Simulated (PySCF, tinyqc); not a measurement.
Worked calculation: CIS on RHF in the sto-3g basis, for H3+, spin multiplicity 1. The lowest restricted solution is unstable here: a spin-polarised one lies 0.0030 hartree lower (PySCF). Computed by tinyqc, a small Python program that keeps every step (integrals from PySCF). Settings: charge = 1, multiplicity = 1, basis = sto-3g, method = RHF, energy threshold = 1e-10, iteration cap = 86, orthogonalisation = symmetric, start = atomic densities, DIIS depth = 6. Command: `OMP_NUM_THREADS=1 python tinyqc.py 31852 31853 out.jsonl` (the two numbers bound the seeds that draw the settings). One thread of a shared host (Intel(R) Xeon(R) Processor @ 2.60GHz), about 0.05 s of CPU time with the checks. The early iterations of the SCF are left out here.

## One-electron integrals

Geometry (angstrom):
```
atom       x       y        z
H     0.0000  0.0000   0.0000
H     0.0000  0.0000   1.1240
H     0.0000  0.0000  -1.1240
```

Basis sto-3g: exponents (1/bohr^2) and contraction coefficients of normalised primitives:
```
element  l (shell)  exponent  coefficient
H            s (1)    3.4253       0.1543
H            s (1)    0.6239       0.5353
H            s (1)    0.1689       0.4446
```

Overlap, kinetic and nuclear-attraction integrals over the contracted functions; the nuclear repulsion is the sum of Za Zb / Rab.

nuclear repulsion = 1.176996 hartree

overlap S, lower triangle:
```
        1H 1s   2H 1s   3H 1s
1H 1s  1.0000
2H 1s  0.4266  1.0000
3H 1s  0.4266  0.0782  1.0000
```

kinetic energy T (hartree), lower triangle:
```
        1H 1s    2H 1s   3H 1s
1H 1s  0.7600
2H 1s  0.0715   0.7600
3H 1s  0.0715  -0.0115  0.7600
```

nuclear attraction V (hartree), lower triangle:
```
         1H 1s    2H 1s    3H 1s
1H 1s  -2.1505
2H 1s  -0.7811  -1.9239
3H 1s  -0.7811  -0.1326  -1.9239
```

core Hamiltonian H = T + V (hartree), lower triangle:
```
         1H 1s    2H 1s    3H 1s
1H 1s  -1.3904
2H 1s  -0.7095  -1.1639
3H 1s  -0.7095  -0.1441  -1.1639
```

## Two-electron integrals

Functions are numbered as in S; the eight-fold symmetry (ij|kl) = (ji|kl) = (kl|ij) leaves the list below.

Two-electron integrals (ij|kl) in chemists' order, unique and non-zero (hartree):
```
(11|11) 0.7746   (21|11) 0.2558   (21|21) 0.1130   (22|11) 0.4396
(22|21) 0.2558   (22|22) 0.7746   (31|11) 0.2558   (31|21) 0.0791
(31|22) 0.1344   (31|31) 0.1130   (32|11) 0.0450   (32|21) 0.0170
(32|22) 0.0344   (32|31) 0.0170   (32|32) 0.0030   (33|11) 0.4396
(33|21) 0.1344   (33|22) 0.2351   (33|31) 0.2558   (33|32) 0.0344
(33|33) 0.7746
```

## Orthogonalisation

S = U s U^T; symmetric (Loewdin) form X = U s^(-1/2) U^T, so that X^T S X = 1.

eigenvalues of S: 0.4346  0.9218  1.6436

X, lower triangle:
```
         1H 1s   2H 1s   3H 1s
1H 1s   1.1723
2H 1s  -0.2600  1.0831
3H 1s  -0.2600  0.0415  1.0831
```

## Iteration 9 (converged): orbitals

converged F (hartree), lower triangle:
```
         1H 1s    2H 1s    3H 1s
1H 1s  -0.6953
2H 1s  -0.5447  -0.5057
3H 1s  -0.5447  -0.1969  -0.5057
```

Diagonalise F' = X^T F X, C = X C', fill 1 alpha and 1 beta electrons from the bottom; D = 2 C_occ C_occ^T. Each column has its largest component positive (the first on a tie).

F' = X^T F X (hartree), lower triangle:
```
         1        2        3
1  -0.3865
2  -0.3744  -0.3403
3  -0.3744  -0.0053  -0.3403
```

orbital energies (hartree): MO1 -0.8959, MO2 -0.3350, MO3 0.1637

coefficients C:
```
          MO1      MO2      MO3
1H 1s  0.5898   0.0000   1.0777
2H 1s  0.3640   0.7365  -0.7533
3H 1s  0.3640  -0.7365  -0.7533
```

D after iteration 9, lower triangle:
```
        1H 1s   2H 1s   3H 1s
1H 1s  0.6958
2H 1s  0.4294  0.2650
3H 1s  0.4294  0.2650  0.2650
```

## Convergence

Stop when the energy changes by less than 1e-10 hartree and every element of the error matrix X^T (F D S - S D F) X is below 3e-06.

Course of the cycle:
```
iteration  E (hartree)     change  largest element of the error matrix
1            -0.656377          -                             4.58e-02
2            -1.158437  -5.02e-01                             1.44e-02
3            -1.158639  -2.02e-04                             4.31e-03
4            -1.158649  -9.73e-06                             3.09e-03
5            -1.158653  -3.59e-06                             2.49e-03
6            -1.158655  -1.83e-06                             2.12e-03
7            -1.158656  -1.09e-06                             1.87e-03
8            -1.158659  -3.76e-06                             5.03e-07
9            -1.158659  -2.71e-13                             3.57e-08
```

PySCF RHF in the same basis = -1.158659 hartree

Converged in 9 iterations.

## Integrals over molecular orbitals

(pq|rs) = sum C_ip C_jq C_kr C_ls (ij|kl), one index at a time.

one-electron integrals over orbitals h = C^T H C (hartree), lower triangle:
```
         1        2        3
1  -1.4398
2   0.0000  -1.1063
3  -0.0928   0.0000  -0.7953
```

Two-electron integrals over orbitals (pq|rs), unique and non-zero (hartree):
```
(11|11) 0.5439    (21|21) 0.1469    (22|11) 0.4591    (22|22) 0.5169
(31|11) 0.0928    (31|22) -0.0466   (31|31) 0.1400    (32|21) -0.1440
(32|32) 0.1609    (33|11) 0.5495    (33|22) 0.4877    (33|31) 0.0802
(33|33) 0.5846
```

## CIS matrix, singlets

A(ia,jb) = (e_a - e_i) d_ij d_ab + 2 (ia|jb) - (ij|ab).

CIS matrix A, singlet (hartree):
```
        1>2     1>3
1>2  0.3956  0.0000
1>3  0.0000  0.7901
```

## CIS singlet states

dipole integrals <i|r|a> (bohr):
```
          x       y       z
1>2  0.0000  0.0000  1.5325
1>3  0.0000  0.0000  0.0000
```

Diagonalise A (1 hartree = 27.211386 eV); each vector has its largest component positive (the first on a tie). The transition dipole is mu = sqrt2 sum c_ia <i|r|a>.

singlet excitation energies (eV): 10.7641  21.5007

lowest vectors:
```
     state 1  state 2
1>2   1.0000   0.0000
1>3   0.0000   1.0000
```

oscillator strengths 2/3 w |mu|^2: 1.2387  0.0000

## CIS matrix, triplets

A(ia,jb) = (e_a - e_i) d_ij d_ab - (ij|ab).

CIS matrix A, triplet (hartree):
```
        1>2     1>3
1>2  0.1018  0.0000
1>3  0.0000  0.5101
```

## CIS triplet states

Diagonalise A (1 hartree = 27.211386 eV); each vector has its largest component positive (the first on a tie).

triplet excitation energies (eV): 2.7694  13.8817

lowest vectors:
```
     state 1  state 2
1>2   1.0000   0.0000
1>3   0.0000   1.0000
```
